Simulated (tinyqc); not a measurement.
# Worked calculation: random telegraph noise from one oxide trap in a small MOSFET

Program tinyqc, `OMP_NUM_THREADS=1 python tinyqc.py 2710146 2710147 out.jsonl`; Intel Xeon 2.30GHz, shared host, one thread, about 0.01 s. Printed values are rounded.

An acceptor-like trap exchanges electrons with the channel. Inversion charge Q = Cox u, u = n Vt W0(exp((Vg - VT)/(n Vt))), W0 the Lambert function, n = nf, Cox = eps0 eox/tox; linear regime Id = (W/L) mu Q Vd. Relative to threshold the surface potential rises by Vt ln(u/u0) and the oxide voltage by the rest of Vg - VT, with u0 = n Vt W0(1).

Parameters, values chosen for the exercise; values of the order met in silicon transistors:

| symbol | value | unit | meaning |
|---|---|---|---|
| T | 300 | K | temperature |
| eox | 22.2 |  | relative permittivity of the gate insulator (close to hafnium oxide) |
| tox | 11 | nm | insulator thickness |
| xt | 3.8 | nm | depth of the trap from the channel interface |
| E0 | 0.14 | eV | trap level above the channel Fermi level at threshold |
| s0 | 4e-17 | cm^2 | capture prefactor |
| EB | 0.15 | eV | capture barrier (lattice relaxation) |
| lt | 0.15 | nm | tunnelling decay length |
| vth | 1.7e7 | cm/s | thermal velocity |
| zi | 2.9 | nm | thickness of the inversion layer |
| VT | 0.4 | V | threshold voltage |
| nf | 1.22 |  | body factor |
| W | 26 | nm | gate width |
| L | 22 | nm | gate length |
| mu | 100 | cm^2/(V s) | mobility |
| asc | 2.4e-16 | V s | scattering coefficient of the charged trap |
| Vd | 0.05 | V | drain voltage |
| Vg | 0.63 | V | gate voltage |

Constants: q = 1.602176634e-19 C, kB = 1.380649e-23 J/K, Vt = kB T/q, eps0 = 8.8541878128e-14 F/cm where lengths are in cm. Results are converted to the units shown.

Range of the model: VT is taken as given; short-channel effects and the uneven flow of current among few electrons are left out.

## Trap level, time constants and occupancy

N = Cox u/q; dpsi = Vt ln(u/u0); E = E0 - dpsi - (xt/tox)(Vg - VT - dpsi); capture time tc = 1/[(N/zi) vth s0 exp(-xt/lt - EB/Vt)]; emission time te = tc exp(-E/Vt); occupancy te/(tc + te).

u = 0.1758100 V
N = 1.960841e12 cm^-2
dpsi = 0.05907980 V
E = 0.02187504 eV
tc = 7235.404 s
te = 3104.404 s
occupancy = 0.3002381

The trap lies 0.85 Vt above the Fermi level, so it is filled 30.0 % of the time.

## Step height

A = W L; threshold step dV = q (1 - xt/tox)/(Cox A); gm/Id = 1/(u + n Vt); relative step dI/I = (gm/Id) dV + asc mu/A. Id as defined.

electrons in the channel N A = 11.21601
dV = 10.25995 mV
gm/Id = 4.822776 1/V
number part of dI/I = 4.948143 %
dI/I = 5.367723 %
Id = 1.856408 uA
dI = 99.64682 nA

## Lorentzian spectrum

Spectrum S(f) = 4 dI^2/{(tc + te)[(1/tc + 1/te)^2 + (2 pi f)^2]}; corner fc = (1/tc + 1/te)/(2 pi); variance dI^2 tc te/(tc + te)^2. Give S at f = 0, at fc and at 10 fc.

fc = 7.326416e-5 Hz
S(0) = 1.812723e-11 A^2/Hz
S(fc) = 9.063616e-12 A^2/Hz
S(10 fc) = 1.794776e-13 A^2/Hz
rms current = 45.67426 nA

The rms value is 0.458 of the step; it reaches its largest share, 1/2, when tc = te.
